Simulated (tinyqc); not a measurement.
Effective work function and flat-band voltage of a metal/high-k/SiO2/Si stack with a dipole layer: one step. The dipole density for a target. Three cases, with inputs chosen for the exercise.

Task: Nd = (Wt - WM - shifts) ed/(4 pi e2 qd dd); compare with a monolayer of about 7e14 sites per cm^2.
Constants: e^2/(4 pi eps0) = 14.39964547 eV angstrom.

Give: step needed; Nd; share of a monolayer.

Case 1.

Values chosen (a stack on Si capped with a lanthanum-like oxide; shifted at random, so the results belong to these values and not to a real crystal): Wt = 4.3 eV (target work function); WM = 4.73 eV (work function of the metal on the high-k layer); qd = 0.57 e (charge of a dipole); dd = 2 angstrom (its length); ed = 9.6 (dielectric constant in the dipole layer).

shifts from the two charges (V): -0.046807  0.006415

Result:

step needed = -0.3896 eV
Nd = -1.81e+14 cm^-2
share of a monolayer = 25.9 %

The sign suits this cap.

Case 2.

Values chosen (a stack on Si capped with a titanium-like oxide; shifted at random, so the results belong to these values and not to a real crystal): Wt = 4.12 eV (target work function); WM = 4.99 eV (work function of the metal on the high-k layer); qd = 0.46 e (charge of a dipole); dd = 1.5 angstrom (its length); ed = 5.4 (dielectric constant in the dipole layer).

shifts from the two charges (V): -0.008076  0.006150

Result:

step needed = -0.8681 eV
Nd = -3.75e+14 cm^-2
share of a monolayer = 53.6 %

The sign is opposite to what this cap gives, so another cap or metal is needed; at this coverage dipoles depolarise each other, and the linear law overstates the step.

Case 3.

Values chosen (a stack on Si capped with an yttrium-like oxide; shifted at random, so the results belong to these values and not to a real crystal): Wt = 4.11 eV (target work function); WM = 4.37 eV (work function of the metal on the high-k layer); qd = 0.54 e (charge of a dipole); dd = 1.7 angstrom (its length); ed = 11.7 (dielectric constant in the dipole layer).

shifts from the two charges (V): 0.064493  0.019769

Result:

step needed = -0.3443 eV
Nd = -2.42e+14 cm^-2
share of a monolayer = 34.6 %

The sign suits this cap; at this coverage dipoles depolarise each other, and the linear law overstates the step.

Computed by tinyqc, one run a case: `OMP_NUM_THREADS=1 python tinyqc.py N N+1 out.jsonl` with N = 1850042, 1850280, 1850325; one thread of a shared Intel(R) Xeon(R) Processor @ 2.30GHz, about 0.01 s a run at most.
